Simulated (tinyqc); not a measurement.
From results back to parameters: Brillouin zone and empty-lattice bands of the sc structure.

Problem. At the centre of a zone face two plane waves are mixed by V > 0: levels E0 -/+ V, masses normal to the face 1/(1 -/+ 2 E0/V), E0 = c0 k^2, c0 = hbar^2/2m0. The gap and the mass of the upper band are given.

Constants: hbar^2/2m0 = 3.80998211 eV angstrom^2.

gap = 0.380000 eV
mass of the upper band = 0.0302359 m0

Find: V; E0; k; spacing of the lattice planes, pi/k.

Solution. V is half the gap; 2 E0/V = 1/m - 1; k = |G|/2 = pi/d.

V = 0.1900 eV
E0 = 3.047 eV
k = 0.8943 1/angstrom
spacing of the lattice planes, pi/k = 3.513 angstrom

Computed by tinyqc, a small Python program: `OMP_NUM_THREADS=1 python tinyqc.py 1851279 1851280 out.jsonl` (the numbers bound the seed that draws the inputs); one thread of a shared host (Intel(R) Xeon(R) Processor @ 2.30GHz), about 0.01 s for the whole set of steps.
